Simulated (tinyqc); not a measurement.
Inside a calculation. Method: tight binding, honeycomb lattice. Computed by tinyqc, a small Python program that keeps every step. Settings: t1 = 2.06, t2 = 0.3, phi = 0, delta = 0.95, points = 7. Command: `OMP_NUM_THREADS=1 python tinyqc.py 23052 23053 out.jsonl` (the two numbers bound the seeds that draw the settings). One thread of a shared host (Intel(R) Xeon(R) Processor @ 2.60GHz), about 0.01 s of CPU time with the checks.

## Bloch Hamiltonian at k

Parameters chosen for this model:
```
parameter,value,unit
t1,2.060000,"eV, nearest"
t2,0.300000,"eV, second neighbours"
phi,0,"rad, phase of t2 (Haldane)"
delta,0.950000,"eV, +/- on A and B"
```

k point k (fractions of the reciprocal vectors): -0.16000  0.00000

H_AB = -t1 (1 + exp(-i k.a1) + exp(-i k.a2)); H_AA = delta - 2 t2 sum cos(k.b + phi), H_BB = -delta - 2 t2 sum cos(k.b - phi), b = a1, a2 - a1, -a2.

H(k) at k (eV):
```
,A,B
A,-0.29299,-5.22380-1.73932i
B,-5.22380+1.73932i,-2.19299
```

## Levels at k

Diagonalise the Hermitian matrix.

eigenvalues (eV): -6.83011  4.34412

weights |c|^2 of the basis functions:
```
,band 1,band 2
A,0.41498,0.58502
B,0.58502,0.41498
```

## Bloch Hamiltonian at K

k point K (fractions of the reciprocal vectors): 0.33333  0.66667

As before.

H(k) at K (eV):
```
,A,B
A,1.85000,0.00000
B,0.00000,-0.05000
```

## Levels at K

As before.

eigenvalues (eV): -0.05000  1.85000

weights |c|^2 of the basis functions:
```
,band 1,band 2
A,0.00000,1.00000
B,1.00000,0.00000
```

## Bands along a path

The same steps at evenly spaced points between the labelled ones.

Bands along the path (eV):
```
k,band 1,band 2
G,-8.05259,4.45259
G-K 0.25,-7.04687,4.36841
G-K 0.50,-4.52811,3.92811
G-K 0.75,-1.66850,2.86850
K,-0.05000,1.85000
K-M 0.25,-0.42842,2.12547
K-M 0.50,-1.04308,2.52154
K-M 0.75,-1.50233,2.78132
M,-1.66850,2.86850
M-K' 0.25,-1.50233,2.78132
M-K' 0.50,-1.04308,2.52154
M-K' 0.75,-0.42842,2.12547
K',-0.05000,1.85000
```

With 1 band(s) filled, the highest filled level on these points lies at K and the lowest empty one at K: a gap of 1.9000 eV, direct.

## Chern number of the lower band

On a 7 x 7 mesh, the phase of the product of overlaps around each plaquette (k1 then k2); the sum over 2 pi is an integer.

plaquette phases (rad):
```
,1,2,3,4,5,6,7
1,0.00000,-0.00961,-0.03619,-0.05277,0.03423,0.01925,0.00717
2,0.00961,0.00000,-0.02570,-0.17269,-0.15811,0.03230,0.01925
3,0.03619,0.02570,0.00000,-0.16027,-0.93310,-0.15811,0.03423
4,0.05277,0.17269,0.16027,0.00000,-0.16027,-0.17269,-0.05277
5,-0.03423,0.15811,0.93310,0.16027,0.00000,-0.02570,-0.03619
6,-0.01925,-0.03230,0.15811,0.17269,0.02570,0.00000,-0.00961
7,-0.00717,-0.01925,-0.03423,0.05277,0.03619,0.00961,0.00000
```

Chern number = 0.00000
